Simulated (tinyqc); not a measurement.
Input admittance of a MOSFET at zero drain bias: distributed channel and distributed gate: effect of the gate overdrive.

Source and drain grounded, strong inversion, w = 2 pi f, Cox = eps0 eox/tox. The channel is an RC line of resistance 1/(mu Cox Vo) per square fed from both ends, so one finger has the intrinsic admittance y = i w Cox L tanh(g)/g per width, g = (1/2) sqrt(i w tau), tau = L^2/(mu Vo). The vertical resistance rv/L is in series with y, the overlaps 2 i w Cov in parallel: y_t = 1/(1/y + rv/L) + 2 i w Cov. The gate strip is a line of Rsh/L per length loaded by y_t, so a finger has Y = y_t Wf tanh(k)/k, k = (Wf/sd) sqrt(y_t Rsh/L); the device has Nf Y.

Low-frequency limits, with c = Cox L and ct = c + 2 Cov: R_strip = Rsh Wf/(3 sd^2 L Nf), R_ch = (c/ct)^2 L/(12 mu Cox Vo Wf Nf), R_vert = (c/ct)^2 rv/(L Wf Nf), C = ct Wf Nf. Z = 1/(Nf Y) = R + 1/(i w C), Q = |Im Z|/R, far-point signal |1/cosh k|.

Inputs (values chosen for the exercise); values of the order met in silicon radio-frequency transistors: relative permittivity of the gate insulator (close to silicon dioxide) eox = 3.9; insulator thickness tox = 6.3 nm; channel length L = 0.8 um; finger width Wf = 1.6 um; number of fingers Nf = 16; channel mobility mu = 380 cm^2/(V s); sheet resistance of the gate Rsh = 9.4 ohm/square; vertical resistivity of the gate stack rv = 0 ohm um^2; number of ends at which a finger is contacted sd = 2; overlap and fringe capacitance on each side Cov = 0.2 fF/um; frequency f = 19 GHz.

Constants: eps0 = 8.8541878128e-14 F/cm where lengths are in cm. Results are converted to the units shown.

Result of one run:

| w tau | \|k\| | R (ohm) | low-frequency R (ohm) | C (fF) | Q | signal at the far point |
|---|---|---|---|---|---|---|
| 10.05 | 0.05596 | 49.30 | 52.60 | 104.9 | 1.620 | 0.9992 |

Which gate overdrive Vo gave this result: 0.2, 0.35, 0.65, 0.95 or 1.25 V?

Vo = 0.2 V.

The whole series:

| Vo (V) | w tau | \|k\| | R (ohm) | low-frequency R (ohm) | C (fF) | Q | signal at the far point |
|---|---|---|---|---|---|---|---|
| 0.2 | 10.05 | 0.05596 | 49.30 | 52.60 | 104.9 | 1.620 | 0.9992 |
| 0.35 | 5.745 | 0.06134 | 29.45 | 30.10 | 115.8 | 2.457 | 0.9993 |
| 0.5 | 4.021 | 0.06328 | 20.87 | 21.10 | 119.1 | 3.371 | 0.9994 |
| 0.65 | 3.093 | 0.06415 | 16.15 | 16.25 | 120.4 | 4.307 | 0.9995 |
| 0.8 | 2.513 | 0.06460 | 13.17 | 13.22 | 121.1 | 5.252 | 0.9996 |
| 0.95 | 2.116 | 0.06487 | 11.12 | 11.15 | 121.5 | 6.201 | 0.9997 |
| 1.1 | 1.828 | 0.06504 | 9.622 | 9.643 | 121.8 | 7.150 | 0.9997 |
| 1.25 | 1.608 | 0.06515 | 8.483 | 8.498 | 121.9 | 8.099 | 0.9997 |

As Vo goes from 0.2 to 1.25, R falls from 49.3 to 8.48 ohm, C rises from 105 to 122 fF and Q rises from 1.62 to 8.10. Only the channel term depends on Vo.

Program tinyqc, `OMP_NUM_THREADS=1 python tinyqc.py 2262177 2262178 out.jsonl`; Intel Xeon 2.30GHz, shared host, one thread, about 0.01 s.
